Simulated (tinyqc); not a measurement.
Worked calculation: wafer bonding and layer transfer: bond energy, gap closing, particles, bonding of dissimilar wafers and hydrogen blisters. Computed by tinyqc, a small Python program that keeps every step. Command: `OMP_NUM_THREADS=1 python tinyqc.py 3025264 3025265 out.jsonl bond walk`. One thread of a shared host (Intel(R) Xeon(R) Processor @ 2.30GHz), about 0.01 s of CPU time with the checks. Intermediate numbers are printed to about 7 digits and carried at full precision; extremes and crossings named in words are read from the listed rows.

gamma is the energy per area of each of the two surfaces; plates are isotropic.

Inputs (values chosen for the exercise, for model wafers):

| quantity | value | unit |
|---|---|---|
| Young's modulus E1 | 143 | GPa |
| Young's modulus E2 | 105 | GPa |
| Poisson ratio nu | 0.25 | - |
| thickness t1 | 300 | micrometre |
| thickness t2 | 350 | micrometre |
| blade thickness t_b | 150 | micrometre |
| crack length L | 17.9 | mm |
| particle radius h | 0.15 | micrometre |
| radius of a shallow gap R | 1.4 | mm |
| half height of the gap h_g | 24 | nm |
| expansion mismatch alpha_2 - alpha_1 | -4 | 1e-6/K |
| heating dT | 125 | K |
| implant depth d | 0.2 | micrometre |
| hydrogen dose | 4.2 | 1e16/cm^2 |
| share of the dose released as H2 | 0.14 | - |
| surface energy of the weakened plane gamma_s | 1.4 | J/m^2 |
| anneal temperature T | 675 | K |

Pair: two different wafers.

Constants: k_B = 1.380649e-23 J/K.

## Bond energy from the blade test

Two cantilevers opened by t_b: gamma = 3 t_b^2 E1 t1^3 E2 t2^3/(16 L^4 (E1 t1^3 + E2 t2^3)).

bond energy gamma = 0.08541011 J/m^2

An error of 5 % in L changes gamma by about 20 %. This is the level of van der Waals or hydrogen bonds, as after contact at room temperature.

## Does a shallow gap close?

E' = E1/(1 - nu^2), equal wafers of thickness t1 assumed. A gap of radius R closes if h_g < h_c: h_c = R^2/sqrt((2/3) E' t1^3/gamma) for R > 2 t1 (plate bending), h_c = 3.6 sqrt(R gamma/E') for R < 2 t1 (local deformation).

closable height h_c = 345.6942 nm

h_g/h_c = 0.06942552

The gap closes.

## Void around a particle

E' = E1/(1 - nu^2), equal wafers assumed. Void radius in the plate regime: R_v = [(2/3) E' t1^3/gamma]^(1/4) h^(1/2). Below h_crit = 5 sqrt(t1 gamma/E') the wafers deform locally and R_v is of the order of h (taken as h).

critical particle radius = 0.06480416 micrometre

void radius = 922.2053 micrometre

The void is 6100 times the particle.

## Heating a pair with different expansion

M = E/(1 - nu), misfit e = (alpha_2 - alpha_1) dT. Curvature k = 6 M1 M2 t1 t2 (t1 + t2) e/[M1^2 t1^4 + M2^2 t2^4 + 2 M1 M2 t1 t2 (2 t1^2 + 3 t1 t2 + 2 t2^2)]; force per width F = k (M1 t1^3 + M2 t2^3)/(6 (t1 + t2)); at the interface s1 = F/t1 + M1 k t1/2, s2 = -F/t2 - M2 k t2/2; stored biaxial energy U = F^2 [1/(M1 t1) + 1/(M2 t2)] + k^2 (M1 t1^3 + M2 t2^3)/12; the pair can part when U > 2 gamma.

curvature = -1.153846 1/m

force per width = -3.298964 kN/m

stress in wafer 1 at the interface = -43.99655 MPa

stress in wafer 2 at the interface = 37.69484 MPa

stored energy U = 1.649482 J/m^2

largest dT for this gamma = 40.22591 K

U exceeds 2 gamma: the pair can debond; the bond strengthens on heating, so slow ramps or thinning one wafer first help. Caution: on a wafer of 100 mm the sag k R^2/2 would exceed half the thickness of the pair, beyond the small-deflection theory: the plate stiffens.

## Blistering after hydrogen implantation

A flat crack of radius r under a layer of thickness d, as a clamped plate: centre height w = 3 p r^4/(16 E' d^3), volume pi r^2 w/3, energy release G = 3 p^2 r^4/(32 E' d^3), E' = E1/(1 - nu^2). It grows when G = 2 gamma_s. The gas comes from the area pi r^2: p V = (dose x share/2) pi r^2 k_B T, and G = p w/2 = (3/2) N k_B T with N the H2 molecules per area. Share needed: G = 2 gamma_s. The pressure and height at growth are given for r = 10 d.

energy release G = 0.4109847 J/m^2

share of the dose needed = 0.9538068

pressure at growth = 47.72663 MPa

height at growth = 117.3349 nm

The released gas does not suffice by this estimate. In this plate limit G depends on neither r nor d. Caution: the height exceeds half the layer thickness, so membrane stretching stiffens the plate.

## Closable height against the size of the gap

The formulas are those given above.

Gap closing:

| R (mm) | regime | h_c (nm) | slope h_c/R |
|---|---|---|---|
| 1.00e-04 | local | 8.518728e-01 | 0.008518728 |
| 1.00e-03 | local | 2.693858e+00 | 0.002693858 |
| 1.00e-02 | local | 8.518728e+00 | 0.000851873 |
| 1.00e-01 | local | 2.693858e+01 | 0.000269386 |
| 5.00e-01 | local | 6.023651e+01 | 0.000120473 |
| 2.00e+00 | plate | 7.054984e+02 | 0.000352749 |
| 5.00e+00 | plate | 4.409365e+03 | 0.000881873 |
| 2.00e+01 | plate | 7.054984e+04 | 0.003527492 |
| 5.00e+01 | plate | 4.409365e+05 | 0.008818729 |

Roughness of 100 nm scale may be 0.85 nm in half height, waviness of radius 5 cm as much as 440 micrometre: h_c goes as R^(1/2) when the wafer deforms locally and as R^2 when it bends. The allowed slope is least near R = 2 t1, so defects about 4 t1 wide are the hardest to close; bow matters little.

Checks made by the program: gamma against the derivative of the beam energy (relative difference 2e-10).
